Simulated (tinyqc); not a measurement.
# p-n diode, drift-diffusion by the Gummel loop with Scharfetter-Gummel fluxes: what changes with what

Abrupt junction at x = 0, p side from -Lp, n side to Ln, ohmic contacts. psi is counted from the intrinsic level; n = ni exp((psi - phin)/Vt), p = ni exp((phip - psi)/Vt). Contacts: p side psi = V - Vt ln(Na/ni), p = Na, n = ni^2/Na; n side psi = Vt ln(Nd/ni), n = Nd, p = ni^2/Nd. Constant mobilities, D = mu Vt, Boltzmann statistics, SRH recombination through a mid-gap level, U = (n p - ni^2)/(tp (n + ni) + tn (p + ni)). Current is positive from the p contact to the n contact.

Values chosen for this exercise; band and dielectric values close to those of silicon:
- T = 350 K (temperature)
- Eg = 1.13 eV (band gap)
- eps_r = 11.8 (relative permittivity)
- Nc = 3.52e19 cm^-3 (conduction-band density of states at T)
- Nv = 3.28e19 cm^-3 (valence-band density of states at T)
- Na = 4.6e16 cm^-3 (acceptor density of the p side)
- Nd = 1.9e16 cm^-3 (donor density of the n side)
- mun = 790 cm^2/(V s) (electron mobility)
- mup = 390 cm^2/(V s) (hole mobility)
- tn = 5e-7 s (SRH lifetime of electrons)
- tp = 2e-7 s (SRH lifetime of holes)
- Lp = 2 um (length of the p side)
- Ln = 0.72 um (length of the n side)
- G = 0 cm^-3 s^-1 (uniform generation rate)

Constants: q = 1.602176634e-19 C, kB = 1.380649e-23 J/K, Vt = kB T/q, eps0 = 8.8541878128e-14 F/cm where lengths are in cm. Results are converted to the units shown.

Each table varies one quantity; the others keep the values above.

## Current against voltage in the dark

ni = sqrt(Nc Nv) exp(-Eg/(2 Vt)), Eg in volts. Poisson and both continuity equations are solved self-consistently with Scharfetter-Gummel fluxes on a graded mesh of 500 nodes. J_scr is q times the integral of U between -xp and xn. Ideal diffusion current J_id = q ni^2 [Dn coth(wp/Le)/(Le Na) + Dp coth(wn/Lh)/(Lh Nd)] (exp(V/Vt) - 1), Le = sqrt(Dn tn), Lh = sqrt(Dp tp), wp = Lp - xp, wn = Ln - xn, with xp and xn from the depletion approximation (W = sqrt(2 eps0 eps_r (Vbi - V)(1/Na + 1/Nd)/q), xp = W Nd/(Na + Nd), xn = W Na/(Na + Nd), Vbi = Vt ln(Na Nd/ni^2)). Ideality factor = 0.004 V/(Vt ln[J(V + 0.004 V)/J(V)]). Here G = 0.

In this table G = 0 cm^-3 s^-1.

Results:

| V (V) | J (A/cm^2) | ideality factor | J_scr/J (%) | J_id (A/cm^2) | share recombining at the contacts (%) | larger minority/doping at -xp and xn |
|---|---|---|---|---|---|---|
| 0.14 | 1.55e-5 | 1.04 | 10.3 | 1.41e-5 | 89.7 | 2.71e-8 |
| 0.19 | 7.68e-5 | 1.03 | 5.29 | 7.38e-5 | 94.6 | 1.41e-7 |
| 0.25 | 5.37e-4 | 1.02 | 2.29 | 5.33e-4 | 97.6 | 1.02e-6 |
| 0.3 | 0.00275 | 1.01 | 1.13 | 0.00276 | 98.8 | 5.32e-6 |
| 0.36 | 0.0197 | 1.01 | 0.492 | 0.0199 | 99.4 | 3.84e-5 |
| 0.41 | 0.101 | 1.01 | 0.251 | 0.103 | 99.7 | 1.99e-4 |
| 0.52 | 3.71 | 1.02 | 0.0605 | 3.82 | 99.8 | 0.00710 |
| 0.57 | 18.4 | 1.06 | 0.0307 | 19.7 | 99.9 | 0.0336 |

Estimate the missing row, V = 0.46 V.

Computed row:

| V (V) | J (A/cm^2) | ideality factor | J_scr/J (%) | J_id (A/cm^2) | share recombining at the contacts (%) | larger minority/doping at -xp and xn |
|---|---|---|---|---|---|---|
| 0.46 | 0.522 | 1.01 | 0.131 | 0.533 | 99.8 | 0.00102 |

With this row back in the table: J rises from 1.55e-5 to 18.4 A/cm^2; the ideality factor goes from 1.04 through a minimum of 1.01 (at V = 0.41 V among the rows listed) to 1.06. Recombination in the depleted layer stays under half of the current. Where the factor is lowest (V = 0.41 V), J is 1.5 % below the ideal diffusion current.

## Effect of the SRH lifetime of electrons at fixed bias

Same model as above.

In this table V = 0.45 V.

Results:

| tn (s) | J (A/cm^2) | ideality factor | J_scr/J (%) | J_id (A/cm^2) | share recombining at the contacts (%) | larger minority/doping at -xp and xn |
|---|---|---|---|---|---|---|
| 1e-11 | 0.999 | 1.26 | 4.86 | 1.31 | 29.7 | 7.34e-4 |
| 1e-10 | 0.625 | 1.07 | 4.83 | 0.622 | 49.4 | 7.35e-4 |
| 1e-8 | 0.383 | 1.01 | 0.835 | 0.388 | 97.5 | 7.36e-4 |
| 1e-7 | 0.377 | 1.01 | 0.293 | 0.384 | 99.5 | 7.36e-4 |
| 1e-6 | 0.376 | 1.01 | 0.112 | 0.383 | 99.8 | 7.36e-4 |
| 1e-5 | 0.376 | 1.01 | 0.0429 | 0.383 | 99.9 | 7.36e-4 |

Estimate the missing row, tn = 1e-9 s.

Computed row:

| tn (s) | J (A/cm^2) | ideality factor | J_scr/J (%) | J_id (A/cm^2) | share recombining at the contacts (%) | larger minority/doping at -xp and xn |
|---|---|---|---|---|---|---|
| 1e-9 | 0.425 | 1.02 | 2.48 | 0.422 | 84.3 | 7.36e-4 |

With this row back in the table: As tn rises from 1e-11 to 1e-5, J falls from 0.999 to 0.376 A/cm^2, the share of the depleted layer falls from 4.86 to 0.0429 % and the share lost at the contacts rises from 29.7 to 99.9 %. The exponent d ln J/d ln tn is -0.20 between the first two rows and 0.00 between the last two. J less J_scr is 2.0 % below J_id in the last row.

Numbers from tinyqc (`OMP_NUM_THREADS=1 python tinyqc.py 2240154 2240155 out.jsonl`; about 0.2 s on one thread of a shared Intel Xeon 2.30GHz).
